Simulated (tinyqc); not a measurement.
Donors with valley-orbit split 1s states: sweeps and comparisons. A value that a table varies takes the place of the one given here.

Each donor binds at most one electron, in any of its states. For a site s, W_s = sum over its states of g exp(E/kT), and the ionised share is 1/(1 + W_s exp(eta)), eta = (EF - Ec)/kT; n = Nc F_1/2(eta); neutrality n + NA = ND x (mean ionised share); holes are neglected. Nc from N = 2 (m kB T/(4 pi c))^(3/2) with c = hbar^2/2m0, in 1/angstrom^3; times 1e24 for 1/cm^3, m = md. F_j(eta) = (1/Gamma(j + 1)) integral_0^infinity x^j dx/(1 + exp(x - eta)), which tends to exp(eta) for eta << 0.

Mobility (Caughey-Thomas form): mu = mu0 + (mu1 (T/300)^(-ga) - mu0)/(1 + ((ND + NA)/Nr)^de); rho = 1/(e n mu), e = 1.602176634e-19 C.

Constants: hbar^2/2m0 = 3.80998211 eV angstrom^2; kB = 8.617333262e-05 eV/K.

Values chosen for the exercise (near those of P in Si; the results hold for these values, not for the real material): md = 1.066 m0 (density-of-states mass of the conduction band); E = (46.8, 35.1, 34.2) meV (binding energies of 1s(A1), 1s(T2), 1s(E)); g = (2, 6, 4) (their degeneracies with spin); ND = 1.1e+17 1/cm^3 (donors); NA = 0 1/cm^3 (compensating acceptors, all ionised); T = 300 K; mu0 = 65 cm^2/(V s) (mobility at heavy doping); mu1 = 1470 cm^2/(V s) (mobility at light doping and 300 K); Nr = 1.1e+17 1/cm^3 (reference doping); de = 0.72 (doping exponent); ga = 2.3 (temperature exponent).

## What the excited states change

The last columns keep only the ground state of each site (g = 2).

Results:

| T (K) | effective degeneracy | eta | n (1/cm^3) | n, ground states only | ratio |
|---|---|---|---|---|---|
| 40 | 2.30 | -8.46 | 2.85e+14 | 3.06e+14 | 0.932 |
| 60 | 2.97 | -6.64 | 3.22e+15 | 3.92e+15 | 0.823 |
| 80 | 3.74 | -5.88 | 1.07e+16 | 1.43e+16 | 0.745 |
| 110 | 4.80 | -5.41 | 2.75e+16 | 3.94e+16 | 0.698 |
| 150 | 5.94 | -5.25 | 5.09e+16 | 7.12e+16 | 0.716 |
| 200 | 6.97 | -5.33 | 7.28e+16 | 9.27e+16 | 0.785 |
| 250 | 7.71 | -5.50 | 8.61e+16 | 1.01e+17 | 0.849 |
| 300 | 8.27 | -5.68 | 9.39e+16 | 1.05e+17 | 0.893 |
| 400 | 9.05 | -6.04 | 1.01e+17 | 1.08e+17 | 0.941 |
| 500 | 9.56 | -6.34 | 1.05e+17 | 1.09e+17 | 0.963 |

How do the results move?

The effective degeneracy grows from 2.30 to 9.56. Excited states hold electrons back, so the ratio is never above 1; it is lowest, 0.698, at 110 K of those listed, and 0.893 at 300 K. At low T the excited states empty out, and at high T more donors are ionised (n is 95 % of ND - NA in the last row), so the effect is largest in between.

## Ionisation and resistivity against doping

NA = 0.

Results:

| ND (1/cm^3) | n (1/cm^3) | n/ND | mu (cm^2/(V s)) | rho (ohm cm) | rho at full ionisation |
|---|---|---|---|---|---|
| 1.0e+14 | 1.00e+14 | 1.000 | 1461 | 42.7 | 42.7 |
| 1.0e+15 | 9.98e+14 | 0.998 | 1424 | 4.39 | 4.38 |
| 1.0e+16 | 9.82e+15 | 0.982 | 1258 | 0.505 | 0.496 |
| 3.0e+16 | 2.85e+16 | 0.950 | 1074 | 0.204 | 0.194 |
| 1.0e+17 | 8.63e+16 | 0.863 | 792 | 0.0913 | 0.0788 |
| 3.0e+17 | 2.15e+17 | 0.717 | 524 | 0.0554 | 0.0397 |
| 1.0e+18 | 5.14e+17 | 0.514 | 303 | 0.0401 | 0.0206 |
| 2.0e+18 | 8.04e+17 | 0.402 | 220 | 0.0353 | 0.0142 |

What can be read from the table?

From 1e16 to 1e18 1/cm^3 rho falls by a factor 12.6, not 100: the mobility takes a factor 4.15 and incomplete ionisation 1.91. n/ND is below 0.9 from 1e+17 1/cm^3 on. From a few times 1e18 1/cm^3 on, depending on the dopant, the levels merge with the band, and already below that screening lowers the binding energy, so the last rows understate n.

## Compensation sets the slope of the freeze-out

NA = K ND. The slope energy is -d ln(n T^(-p))/d(1/kT) between 30 and 36 K, with p = 3/4 for K = 0 and p = 3/2 otherwise.

Results:

| K | n(30 K) (1/cm^3) | n(36 K) (1/cm^3) | slope energy (meV) |
|---|---|---|---|
| 0 | 2.51e+13 | 1.27e+14 | 22.99 |
| 0.0010 | 5.45e+12 | 8.31e+13 | 38.01 |
| 0.010 | 5.67e+11 | 1.43e+13 | 45.80 |
| 0.050 | 1.09e+11 | 2.77e+12 | 45.99 |
| 0.20 | 2.29e+10 | 5.84e+11 | 46.00 |
| 0.50 | 5.73e+09 | 1.46e+11 | 46.00 |

What can be read from the table?

Without acceptors the slope is 22.99 meV, against half the ground-state energy, 23.40; with K = 0.05 it is 45.99 meV, against the full 46.8. The full energy (less a few meV where excited levels lie within a few kT) shows where n is far below NA, since the acceptors then hold EF near the donor level: n(36 K)/NA is 0.76 for K = 0.001 and 0.0005 for K = 0.05; where it is not small, the slope falls short of the full energy.

## What moves the carrier density

All results formed anew. Each row changes one parameter from the base and keeps the others.

Results:

| case | eta | n (1/cm^3) | rho (ohm cm) |
|---|---|---|---|
| base | -5.683 | 9.385e+16 | 0.08665 |
| E = (51.8, 35.1, 34.2) meV | -5.690 | 9.324e+16 | 0.08722 |
| md = 1.173 m0 | -5.809 | 9.551e+16 | 0.08514 |
| ND = 2.2e+17 1/cm^3 | -5.099 | 1.681e+17 | 0.06231 |
| NA = 1.1e+16 1/cm^3 | -5.791 | 8.428e+16 | 0.09962 |
| T = 330 K | -5.794 | 9.692e+16 | 0.1034 |
| Nr = 2.2e+17 1/cm^3 | -5.683 | 9.385e+16 | 0.07080 |

What can be read from the table?

The largest shifts from the base row, up to three for each result and ties (the steps differ in size, so this ranks the rows, not the parameters). eta: ND +0.584, md -0.126, T -0.111; unchanged at the printed digits by Nr. n (1/cm^3): ND +7.43e+16, NA -9.57e+15, T +3.07e+15; unchanged at the printed digits by Nr. rho (ohm cm): ND -0.0243, T +0.0167, Nr -0.0158.

(tinyqc, `OMP_NUM_THREADS=1 python tinyqc.py 1650443 1650444 out.jsonl`, Intel(R) Xeon(R) Processor @ 2.30GHz, 1 thread, shared host, about 0.01 s.)
